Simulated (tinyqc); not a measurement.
Changing the dielectric constant eps: formation energy of a charged point defect from supercell energies. Computed by tinyqc, a small Python program. Command: `OMP_NUM_THREADS=1 python tinyqc.py 3026932 3026933 out.jsonl formation sweep`. One thread of a shared host (Intel(R) Xeon(R) Processor @ 2.30GHz), about 0.01 s of CPU time with the checks.

The host is a compound AB. Making the defect adds n_A = -1, n_B = 0 atoms to the cell. All total energies are inputs. E_F is counted from the valence-band maximum (VBM); x = 0 is A-rich and x = 1 B-rich growth.

Inputs (values chosen for the exercise, with gap and screening modelled on ZnSe):

| quantity | value | unit |
|---|---|---|
| gap E_g | 2.69 | eV |
| E_VBM of the host cell | 1.563 | eV |
| potential alignment dV | 0.053 | eV |
| cell length L | 18.9 | angstrom |
| mu_A of the pure element | -4.932 | eV |
| formation enthalpy dH of AB | -1.89 | eV |
| growth condition x | 0.48 | - |
| Fermi level E_F | 1.36 | eV |
| temperature T | 1200 | K |
| site density N_s | 3.1e+22 | cm^-3 |

Defect: vacancy of A. Supercell lattice: bcc.

charge states q: 3  2  1  0

E(defect, q) - E(host), in the order of q (eV): -2.416  0.408  4.338  8.234

Constants: e^2/(4 pi eps_0) = 14.39964548 eV angstrom; k_B = 8.617333262e-05 eV/K.

Method:
- dmu_A = x dH and dmu_B = (1 - x) dH, so that dmu_A + dmu_B = dH; mu = mu(element) + dmu.
- The reservoir term is sum n_i mu_i.
- Image-charge correction of a point charge in a neutralising background: E_corr = q^2 alpha e^2/(4 pi eps_0) / (2 eps L), alpha = 2.888462 for a bcc array with L the cube root of the volume.
- E_f(q, E_F) = [E(defect, q) - E(host)] - sum n_i mu_i + q (E_VBM + dV + E_F) + E_corr(q).
- eps(q/q-1) = E_f(q - 1, 0) - E_f(q, 0).
- E_f(q, E_F) = E_f(q, 0) + q E_F.
- c_q = N_s exp(-E_f(q, E_F)/k_B T), with all degeneracy factors one and no vibrational entropy.

One run for each value:

| dielectric constant eps | level (+3/+2) (eV) | level (+1/0) (eV) | lowest formation energy (eV) |
|---|---|---|---|
| 4.0 | -0.1674 | 2.0049 | 1.6211 |
| 5.3 | 0.1699 | 2.0724 | 1.3512 |
| 7.1 | 0.4331 | 2.1250 | 1.1407 |
| 9.5 | 0.6289 | 2.1642 | 0.9841 |
| 13.0 | 0.7848 | 2.1954 | 0.8594 |
| 17.0 | 0.8844 | 2.2153 | 0.7797 |
| 22.0 | 0.9579 | 2.2300 | 0.7209 |
| 30.0 | 1.0246 | 2.2433 | 0.6675 |

Describe and explain the trends.

Over the rows, level (+3/+2) (eV) rises from -0.167 to 1.02; level (+1/0) (eV) rises from 2.00 to 2.24 (exponent d ln y / d ln x 0.12 between the first rows and 0.019 between the last); lowest formation energy (eV) falls from 1.62 to 0.668 (exponent d ln y / d ln x -0.65 between the first rows and -0.25 between the last). The cell energies are held while eps moves, so this shows how much hangs on the correction, which scales as q^2/eps; a kink in the lowest E_f marks a level crossing E_F.

Caution (rows 4.00, 5.30, 7.10, 9.50, 13.0): the largest image-charge correction in these energies, q^2 alpha e^2/(8 pi eps_0 eps L) with alpha = 2.888462, exceeds a quarter of the gap; the point-charge term alone is then a rough estimate, usually too large for a charge that is spread out. Caution (all rows): E_f at E_F = 0 is negative for at least one charge state, so in equilibrium E_F cannot reach the valence-band maximum.

Extremes, crossings and ranges named in words are read from the listed rows.
